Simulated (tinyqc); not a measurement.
## Magnetoresistance against angle

Conductance G = G0 (1 + P1 P2 cos(phi)) at low bias, phi the angle between the magnetisations, normalised to Rp = RA/area at phi = 0.

Parameters, values chosen for the exercise: diameter Dm = 27 nm; spin polarisation of the reference layer P1 = 0.52; spin polarisation of the free layer P2 = 0.51; resistance-area product, parallel state RA = 7.1 ohm um^2.

Result of one run:
```
R (kohm)  R/Rp - 1 (%)  share of the full TMR (%)
21.35            72.18                      100.0
```

Which angle phi gave this result: 45, 70, 90 or 180 degree?

phi = 180 degree.

The whole series:
```
phi (degree)  R (kohm)  R/Rp - 1 (%)  share of the full TMR (%)
0                12.40             0                          0
20               12.56         1.280                      1.774
45               13.21         6.541                      9.062
70               14.38         16.00                      22.16
90               15.69         26.52                      36.74
110              17.25         39.14                      54.22
135              19.31         55.72                      77.20
160              20.90         68.52                      94.92
180              21.35         72.18                      100.0
```

R rises from 12.4 to 21.4 kohm, TMR0 = 72.2 %. It is the conductance that follows cos(phi), so at 90 degrees R has covered only (1 - P1 P2)/2 = 36.7 % of its range.

Numbers from tinyqc (`OMP_NUM_THREADS=1 python tinyqc.py 2450011 2450012 out.jsonl`; about 0.01 s on one thread of a shared Intel Xeon 2.30GHz).
